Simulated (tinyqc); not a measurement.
# Circular transfer-length structure: effects of single changes

A disc contact of radius r0 and a very wide ring contact from r1 = r0 + sp outwards lie on a thin layer; the metal has no resistance and the sheet resistance under the contacts equals Rsh.

Inputs (values chosen for the exercise):
```
symbol   value      unit                                      meaning
Rsh        440    ohm/sq  sheet resistance of the semiconductor layer
rc      8.1e-5  ohm cm^2                 specific contact resistivity
r0         130        um                  radius of the inner contact
sp          22        um                     gap between the contacts
```

Each table varies one quantity; the others keep the values above.

## Resistance against gap

Transfer length Lt = sqrt(rc/Rsh). R = (Rsh/2 pi) [(Lt/r0) I0(r0/Lt)/I1(r0/Lt) + ln(r1/r0) + (Lt/r1) K0(r1/Lt)/K1(r1/Lt)] with modified Bessel functions; for r0 >> Lt both ratios tend to 1. The last column is Rsh (sp + 2 Lt)/(2 pi r0).

Result of one run:
```
sp (um)	R (ohm)	large-radius form (ohm)	linear form (ohm)
10	9.654	9.647	10.01
```

What becomes of these results when the gap between the contacts sp is changed from 10 to 39 um, all else the same?

Result of the changed run:
```
sp (um)	R (ohm)	large-radius form (ohm)	linear form (ohm)
39	22.48	22.46	25.63
```

The whole series:
```
sp (um)	R (ohm)	large-radius form (ohm)	linear form (ohm)
6.8	8.083	8.078	8.285
10	9.654	9.647	10.01
16	12.51	12.50	13.24
25	16.58	16.57	18.09
39	22.48	22.46	25.63
60	30.49	30.47	36.94
93	41.47	41.45	54.72
140	54.64	54.61	80.04
```

R rises from 8.08 to 54.6 ohm. The linear form is 2.5 % above it in the first row and 46 % above it in the last, where ln(1 + sp/r0) has bent well below sp/r0. A straight line through the end rows, read with the linear form, gives Rsh = 285 ohm/sq and Lt = 8.16 um, against 440 and 4.29.

## Effect of the inner radius

Same model as above.

Effect of the inner radius:
```
r0 (um)	r0/Lt	inner contact (ohm)	rc/(pi r0^2) (ohm)	Rsh Lt/(2 pi r0) (ohm)
1.4	0.3263	1333	1315	214.6
2.7	0.6293	370.9	353.7	111.3
5.3	1.235	108.3	91.79	56.69
10	2.331	40.32	25.78	30.05
20	4.661	16.98	6.446	15.02
39	9.090	8.167	1.695	7.704
77	17.95	4.016	0.4349	3.902
150	34.96	2.032	0.1146	2.003
```

The inner contact goes as r0^(-1.95) between the first two rows, where it is 1.3 % above rc over the area, and as r0^(-1.02) between the last two, where it is 1.5 % above the rim form: a small disc uses its whole area, a large one only a rim of width Lt.

Numbers from tinyqc (`OMP_NUM_THREADS=1 python tinyqc.py 2760006 2760007 out.jsonl`; about 0.01 s on one thread of a shared Intel Xeon 2.30GHz).
